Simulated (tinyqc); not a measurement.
## Crystallisation kinetics and data retention of a phase-change cell: retention against temperature

Johnson-Mehl-Avrami-Kolmogorov law X = 1 - exp(-y^n), y = integral of k dt, k = (1/100 s) exp[-(Ec q/kB)(1/T - 1/T1)].

At fixed T the state fails at t = (-ln(1 - Xf))^(1/n)/k; ten years are 3.15576e8 s.

Values chosen for this exercise; values of the order of Ge-Sb-Te and related chalcogenides: activation energy of crystallisation Ec = 3.02 eV; temperature at which the rate k is 1/(100 s) T1 = 413 K; Avrami exponent n = 1.5; crystalline share at which the state is lost Xf = 0.5.

Constants: q = 1.602176634e-19 C, kB = 1.380649e-23 J/K. Results are converted to the units shown.

Results:

| T (K) | k (1/s) | time to fail (s) |
|---|---|---|
| 325 | 1.051e-12 | 7.455e11 |
| 339 | 9.026e-11 | 8.678e9 |
| 352 | 4.108e-9 | 1.907e8 |
| 366 | 1.852e-7 | 4.230e6 |
| 379 | 4.943e-6 | 1.585e5 |
| 393 | 1.332e-4 | 5879 |
| 420 | 0.04113 | 19.04 |
| 433 | 0.5037 | 1.555 |

Estimate the missing row, T = 406 K.

Computed row:

| T (K) | k (1/s) | time to fail (s) |
|---|---|---|
| 406 | 0.002315 | 338.3 |

With this row back in the table: The time to fail falls from 7.45e11 to 1.55 s, a decade every 7.24 K at the cold end; ten years need T below 350.2 K.

Range of the model: One Arrhenius rate is assumed; incubation, growth from the boundary and the non-Arrhenius kinetics of the supercooled liquid are left out.

Numbers from tinyqc (`OMP_NUM_THREADS=1 python tinyqc.py 2490020 2490021 out.jsonl`; about 0.03 s on one thread of a shared Intel Xeon 2.30GHz).
